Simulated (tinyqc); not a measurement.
Bulk, dangling and hydrogenated hybrids across the gap: Weaire-Thorpe hybrids on a Bethe lattice: gap and dangling bond of an amorphous tetrahedral solid.

Four sp3 hybrids an atom at energy 0, coupled by -V1 on the atom and by -V2 along a bond; the bonds form a tree (no rings). For any network the gap runs at least from -V2 + V1 to V2 - 3 V1, and p-like states pile up at -V2 + V1 and V2 + V1. On the tree the gap is wider: it ends at Ec = -V1 + sqrt(V2^2 + 4 V1^2 - 2 sqrt3 V1 V2), which makes it well wider than the gaps of the real glasses. A branch seen from a hybrid has the self-energy S = V2^2 g, where g is the Green function of the hybrid across the bond, whose three partners carry S themselves. With a = z - V1, b = a - S: g = 1/(a + V1 b/(b + 3 V1)), z = E + i eta. A full atom has G = (1/b)(b + 3 V1)/(b + 4 V1) per hybrid; a dangling hybrid with shift dh has G = 1/(1/g - dh).

Values chosen for the exercise (of the size of tabulated hybrid energies for tetrahedral carbon; not measured data): V1 = 2.08 eV (coupling of two hybrids on one atom); V2 = 10.36 eV (coupling of the two hybrids of a bond); eta = 0.02 eV (broadening); dh = -0.35 eV (shift of the dangling hybrid (rehybridisation)); VH = 4.21 eV (coupling to a hydrogen atom); eH = -3.29 eV (hydrogen level); E1s = -9.5 eV (first energy); dE = 1.31 eV (step).

edges (eV): Ev -8.28000, Ec(bound) 4.12000, Ec(tree) 4.99022

Thirteen energies E1s + j dE. With hydrogen the hybrid gains the self-energy VH^2/(z - eH) and dh = 0.

Density per hybrid (1/eV):

| E (eV) | bulk | dangling | with hydrogen |
|---|---|---|---|
| -9.50 | 0.0252 | 0.0044 | 0.0067 |
| -8.19 | 0.1874 | 0.0001 | 0.0004 |
| -6.88 | 0.0009 | 0.0001 | 0.0017 |
| -5.57 | 0.0003 | 0.0002 | 0.0160 |
| -4.26 | 0.0001 | 0.0004 | 0.0007 |
| -2.95 | 0.0001 | 0.0008 | 0.0003 |
| -1.64 | 0.0001 | 0.0032 | 0.0003 |
| -0.33 | 0.0001 | 6.4149 | 0.0005 |
| 0.98 | 0.0001 | 0.0034 | 0.0015 |
| 2.29 | 0.0001 | 0.0008 | 0.0452 |
| 3.60 | 0.0001 | 0.0004 | 0.0035 |
| 4.91 | 0.0013 | 0.0005 | 0.0013 |
| 6.22 | 0.0302 | 0.0109 | 0.0195 |

Between Ev = -8.28 and Ec = 4.99 eV the bulk density is a broadening tail (least 0.0001). The dangling hybrid reaches 6.415 at -0.33 eV among these rows; its level lies at -0.308 eV, and the peak there, of width eta, is far higher unless a row falls on it. With hydrogen the largest value on the rows inside the gap, more than 0.05 eV from an edge, is 0.0452, and 1/g = VH^2/(E - eH) still has roots in this wide gap, at -5.890 and 2.572 eV.

Run: tinyqc, `OMP_NUM_THREADS=1 python tinyqc.py 1451684 1451685 out.jsonl`; Intel(R) Xeon(R) Processor @ 2.30GHz, one thread, shared host; about 0.03 s of CPU time with all checks.
